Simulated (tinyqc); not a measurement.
Junctionless gate-all-around wire, depletion approximation: one step of the calculation.

A uniformly doped n-type wire of radius R under a surrounding gate; long channel. Below flat band a shell from radius rc to R is fully depleted and the neutral core, at channel potential V (0 at the source, Vd at the drain), carries the current with constant mobility; s = (rc/R)^2 is the share of the cross-section that conducts. The edge of the depleted shell is taken as abrupt, so there is no subthreshold current.

Question. Voltages that deplete the wire. Cox = eps0 eox/(R ln(1 + tox/R)); A = q Nd R^2/(4 eps0 eps_r); B = q Nd R/(2 Cox); VT = Vfb - A - B.

Parameters, values chosen for the exercise; material values close to those of silicon: relative permittivity of the semiconductor eps_r = 11.9; relative permittivity of the gate insulator eox = 22; insulator thickness tox = 12 nm; wire radius R = 20 nm; donor density Nd = 1.2e18 cm^-3; flat-band voltage Vfb = 0.6 V.

Constants: q = 1.602176634e-19 C, eps0 = 8.8541878128e-14 F/cm where lengths are in cm. Results are converted to the units shown.

Find: Cox; A; B; VT.

Answer.

Cox = 2.072 uF/cm^2
A = 0.1825 V
B = 0.09278 V
VT = 0.3247 V

Of the 0.275 V needed, 33.7 % drops over the insulator. The device is normally off.

Numbers from tinyqc (`OMP_NUM_THREADS=1 python tinyqc.py 2460157 2460158 out.jsonl`; about 0.01 s on one thread of a shared Intel Xeon 2.30GHz).
